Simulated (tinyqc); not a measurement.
Relaxation at fixed composition: composition and strain of an epitaxial Si(1-x)Ge(x) layer from Raman and X-ray peaks. Computed by tinyqc, a small Python program. Command: `OMP_NUM_THREADS=1 python tinyqc.py 3024421 3024422 out.jsonl epiraman walk`. One thread of a shared host (Intel(R) Xeon(R) Processor @ 2.30GHz), about 0.01 s of CPU time with the checks.

A (001) layer, biaxially strained in the plane. The Raman peaks follow empirical lines omega = w0 + c1 x + c3 x^3 + b eps (c3 for Si-Ge alone), with eps the in-plane strain.

Inputs (values chosen for the exercise, modelled on silicon-germanium): Ge fraction x = 0.25; lattice constant of Si = 5.431 angstrom; lattice constant of Ge = 5.658 angstrom; bowing B = 0.028 angstrom; 2 C12/C11 of Si = 0.771; 2 C12/C11 of Ge = 0.749; Si-Si: w0 = 520.8 1/cm; Si-Si: c1 = -68.2 1/cm; Si-Si: strain coefficient b = -741 1/cm; Ge-Ge: w0 = 280.1 1/cm; Ge-Ge: c1 = 19.2 1/cm; Ge-Ge: strain coefficient b = -464 1/cm; X-ray wavelength = 1.540598 angstrom.

Substrate: silicon.

Method:
- Relaxed lattice constant a(x) = a_Si + (a_Ge - a_Si) x - B x (1 - x).
- In-plane constant a_par = a_sub + R (a(x) - a_sub); eps = a_par/a(x) - 1; eps_perp = -(2 C12/C11) eps with 2 C12/C11 linear in x; a_perp = a(x) (1 + eps_perp).
- (004) Bragg angle theta = arcsin(2 lambda/a), with a = a_perp for the layer and a_sub for the substrate; separation = layer less substrate. The apparent x is the one that a fully strained layer (R = 0) would need to give the same a_perp.

Signatures; columns: (1) R; (2) eps (per mille); (3) Si-Si (1/cm); (4) Ge-Ge (1/cm); (5) a_perp (angstrom); (6) (004) separation (arcsec); (7) apparent x if R = 0 is assumed:
```
(1)       (2)     (3)     (4)     (5)      (6)      (7)
0.00  -9.3935  510.71  289.26  5.5219  -2330.9  0.25000
0.15  -7.9845  509.67  288.60  5.5160  -2182.1  0.23420
0.30  -6.5755  508.62  287.95  5.5101  -2033.0  0.21833
0.50  -4.6968  507.23  287.08  5.5022  -1833.6  0.19709
0.70  -2.8181  505.84  286.21  5.4943  -1633.4  0.17573
0.85  -1.4090  504.79  285.55  5.4884  -1482.9  0.15965
1.00   0.0000  503.75  284.90  5.4825  -1331.9  0.14349
```

What follows from these numbers?

Full relaxation moves the Si-Si peak by -6.96 per cm and shrinks the X-ray separation to 57 % of its strained value, about 1/(1 + 2 C12/C11). A symmetric reflection alone cannot part x from R: a relaxed layer read as strained gives x = 0.143 in place of 0.25. An asymmetric reflection or a second peak is needed.

Extremes, crossings and ranges named in words are read from the listed rows.
